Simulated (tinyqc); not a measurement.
Free and trapped electrons in a MOS channel with a dense trap tail: free and trapped charge against gate voltage.

p-type body, charge-sheet picture, full ionisation (an idealisation for deep acceptors), Boltzmann statistics for free electrons. e = Ec - EF at the surface. Acceptor-like traps of density D(E) = D0 + De exp(-E/Ew) at depth E below Ec, from 0 to Eu, hold n_t = integral of D(E)/(1 + exp((e - E)/Vt)). psi = Eg - Vt ln(Nv/Na) - e; N_dep = sqrt(2 eps0 eps_r Na (psi - Vt)/q); n_f = sqrt(N_dep^2 + 2 eps0 eps_r Vt Nc exp(-e/Vt)/q) - N_dep; Vg = Vfb + psi + q (N_dep + n_t + n_f)/Cox, Cox = eps0 eox/tox.

Free share n_f/(n_f + n_t); swing ln 10 n_f/(dn_f/dVg); field-effect mobility mf q (dn_f/dVg)/Cox, for a constant mf; oxide field q (N_dep + n_t + n_f)/(eps0 eox).

Values chosen for this exercise; band and dielectric values close to those of gallium nitride:
```
symbol    value         unit                                             meaning
T           250            K                                         temperature
Eg         3.35           eV                                            band gap
eps_r      9.58                                            relative permittivity
Nc      1.78e18        cm^-3              conduction-band density of states at T
Nv      3.46e19        cm^-3                 valence-band density of states at T
eox         3.9                           relative permittivity of the insulator
tox          31           nm                                 insulator thickness
Na       1.2e17        cm^-3                                    acceptor density
Vfb       -2.71            V            flat-band voltage without trapped charge
D0       3.3e10  cm^-2 eV^-1  constant background density of acceptor-like traps
De       9.8e12  cm^-2 eV^-1          density of the tail at the conduction edge
Ew         0.12           eV                            decay energy of the tail
Eu          0.5           eV        depth below Ec down to which the traps reach
mf           92   cm^2/(V s)                          mobility of free electrons
```

Constants: q = 1.602176634e-19 C, kB = 1.380649e-23 J/K, Vt = kB T/q, eps0 = 8.8541878128e-14 F/cm where lengths are in cm. Results are converted to the units shown.

Results:

| Vg (V) | e (eV) | n_f (cm^-2) | n_t (cm^-2) | free share (%) | swing (mV/decade) | field-effect mobility (cm^2/(V s)) | oxide field (MV/cm) |
|---|---|---|---|---|---|---|---|
| 3.3 | 0.2394 | 1.557e6 | 1.591e11 | 9.790e-4 | 176.2 | 0.002692 | 0.9747 |
| 4 | 0.1054 | 7.674e8 | 5.084e11 | 0.1507 | 378.9 | 0.6172 | 1.157 |
| 4.7 | 0.03144 | 2.336e10 | 8.975e11 | 2.536 | 559.3 | 12.72 | 1.359 |
| 5.5 | -0.02477 | 2.949e11 | 1.125e12 | 20.76 | 1204 | 74.66 | 1.599 |
| 6.2 | -0.04643 | 7.305e11 | 1.155e12 | 38.75 | 2573 | 86.50 | 1.818 |
| 7.7 | -0.06926 | 1.738e12 | 1.167e12 | 59.82 | 5879 | 90.07 | 2.294 |
| 8.4 | -0.07621 | 2.216e12 | 1.169e12 | 65.46 | 7458 | 90.52 | 2.518 |
| 9.1 | -0.08202 | 2.695e12 | 1.170e12 | 69.72 | 9045 | 90.79 | 2.742 |

Estimate the missing row, Vg = 6.9 V.

Computed row:

| Vg (V) | e (eV) | n_f (cm^-2) | n_t (cm^-2) | free share (%) | swing (mV/decade) | field-effect mobility (cm^2/(V s)) | oxide field (MV/cm) |
|---|---|---|---|---|---|---|---|
| 6.9 | -0.05908 | 1.196e12 | 1.163e12 | 50.70 | 4093 | 89.02 | 2.040 |

With this row back in the table: n_f reaches 1e11 cm^-2 at Vg = 5.08 V, against 3.57 V without traps. The free share rises from 9.79e-4 to 69.7 % and the field-effect mobility rises from 0.00269 to 90.8 cm^2/(V s), although mf = 92 is constant: in the last row 98.7 % of Cox dVg goes into free electrons. The swing in the first row is 176 mV a decade (Vt ln 10 = 49.6). For Vg = 4.7, 5.5, 6.2, 6.9, 7.7, 8.4, 9.1 EF lies less than 2 Vt below the band edge, or above it, where degeneracy and confinement, left out, matter.

tinyqc, about 0.03 s, one thread, Intel Xeon 2.30GHz (shared host): `OMP_NUM_THREADS=1 python tinyqc.py 2222220 2222221 out.jsonl`
